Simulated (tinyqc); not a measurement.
Trap density from two Hall measurements.

Problem. p-type body, charge-sheet picture, full ionisation (an idealisation for deep acceptors), Boltzmann statistics for free electrons. e = Ec - EF at the surface. psi = Eg - Vt ln(Nv/Na) - e; N_dep = sqrt(2 eps0 eps_r Na (psi - Vt)/q); n_f = sqrt(N_dep^2 + 2 eps0 eps_r Vt Nc exp(-e/Vt)/q) - N_dep; Vg = Vfb + psi + q (N_dep + n_t + n_f)/Cox, Cox = eps0 eox/tox. Find e and n_t at both points and the mean trap density between them.

Values chosen for this exercise; band and dielectric values close to those of 4H silicon carbide: temperature T = 300 K; band gap Eg = 3.26 eV; relative permittivity eps_r = 9.52; conduction-band density of states at T Nc = 1.68e19 cm^-3; valence-band density of states at T Nv = 2.51e19 cm^-3; relative permittivity of the insulator eox = 3.9; insulator thickness tox = 31 nm; acceptor density Na = 4e16 cm^-3; flat-band voltage without trapped charge Vfb = -2.71 V.

Constants: q = 1.602176634e-19 C, kB = 1.380649e-23 J/K, Vt = kB T/q, eps0 = 8.8541878128e-14 F/cm where lengths are in cm. Results are converted to the units shown.

Vg (V): [2.3048811, 3.3625406]
free sheet density from the Hall effect (cm^-2): [2.0366811e10, 3.7012214e11]

Answer. Each n_f fixes e; what the gate voltage holds beyond psi, N_dep and n_f is trapped; the difference quotient is the density, smeared over a few Vt.

e (eV): [0.119, 0.0400]
n_t (cm^-2): [2.84e11, 6.00e11]
mean trap density = 4.00e12 cm^-2 eV^-1

Program tinyqc, `OMP_NUM_THREADS=1 python tinyqc.py 2222213 2222214 out.jsonl`; Intel Xeon 2.30GHz, shared host, one thread, about 0.02 s.
